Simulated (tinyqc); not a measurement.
MOSFET in saturation, small-signal circuit and noise: effect of the temperature on speed and noise.

Bias by the inversion coefficient IC = I/Ispec (charge-based model with velocity saturation; weak inversion below 0.1, strong above 10). Common-source circuit: gm, gds, Cgs, Cgd and Cj at the inner nodes, Rg in series with the gate; quasi-static, no source or drain resistance, no gate-body capacitance, no substrate network, no induced gate noise, so fmax is an upper estimate.

Ispec = 2 n mu Cox (W/L) Vt^2, lc = Ls/L, gms = [sqrt((lc IC + 1)^2 + 4 IC) - 1]/[2 + lc (lc IC + 1)], gm = gms Ispec/(n Vt), gds = sg gm. qs = [sqrt(1 + 4 IC) - 1]/2, Cgs = Cox W L qs (2 qs + 3)/(3 (qs + 1)^2) + Cov W, Cgd = Cov W, Cd = Cj W, Rg = Rsh (Wf/L)/(12 Nf) + Rc/W with Nf = W/Wf fingers (not rounded) contacted at both ends. fT = gm/(2 pi (Cgs + Cgd)), fmax = fT/(2 sqrt(Rg (gds + 2 pi fT Cgd))). Channel noise Sid = 4 kB T gam n gm with gam = (1/2 + (2/3) qs)/(1 + qs) + gw lc IC, qs = [sqrt(1 + 4 IC) - 1]/2, lc = Ls/L (the last term an empirical rise with velocity saturation); at the gate, white noise Sw = Sid/gm^2 + 4 kB T Rg. Number fluctuation with correlated mobility: S(f) = K/f, K = q^2 Vt lt Nt/(W L Cox^2) (1 + ac mu Cox I/gm)^2, Vt in eV with Nt per eV. Corner fc = K/Sw. IC is held fixed, and so are mu, n, Ls and Nt.

Values chosen for this exercise: gate length L = 40 nm; total gate width W = 5 um; gate capacitance Cox = 1.62 uF/cm^2; mobility mu = 120 cm^2/(V s); slope factor n = 1.37; velocity-saturation length Ls = 20 nm; ratio gds/gm sg = 0.1; overlap and fringe capacitance per side Cov = 0.35 fF/um; drain junction capacitance Cj = 0.45 fF/um; sheet resistance of the gate Rsh = 5 ohm; finger width Wf = 2 um; gate contact and vertical resistance Rc = 100 ohm um; inversion coefficient IC = 2.3; short-channel excess of the noise factor gw = 0.09; oxide trap density Nt = 7.7e17 cm^-3 eV^-1; tunnelling length into the oxide lt = 0.1 nm; Coulomb scattering coefficient ac = 1000 V s/C.

Constants: q = 1.602176634e-19 C, kB = 1.380649e-23 J/K, Vt = kB T/q. Results are converted to the units shown.

The same in every row: Rg (ohm) = 28.333.

Effect of the temperature on speed and noise:
```
T (K),I (uA),fT (GHz),fmax (GHz),sqrt(Sw) (nV/Hz^0.5),fc (MHz)
100,11.372,12.025,86.826,3.7781,23.007
150,25.587,18.037,106.34,3.7884,34.526
200,45.487,24.049,122.79,3.7987,46.057
250,71.074,30.062,137.28,3.8090,57.599
300,102.35,36.074,150.39,3.8193,69.153
350,139.30,42.087,162.44,3.8295,80.720
400,181.95,48.099,173.65,3.8397,92.299
```

As T goes from 100 to 400 K, fT rises from 12.0 to 48.1 GHz, fmax rises from 86.8 to 174 GHz, the white noise rises from 3.78 to 3.84 nV/Hz^0.5 and the corner rises from 23.0 to 92.3 MHz. At fixed IC and mobility the current goes as T^2 and gm as T, which is why fT rises; a real mobility would fall with T. For T = 100 to 300 K fmax exceeds 4 fT, where channel resistance and substrate losses, left out here, would cap it. For T = 100 to 150 K band tails and dopant freeze-out, left out here, change n and the noise.

tinyqc, about 0.01 s, one thread, Intel Xeon 2.30GHz (shared host): `OMP_NUM_THREADS=1 python tinyqc.py 2150136 2150137 out.jsonl`
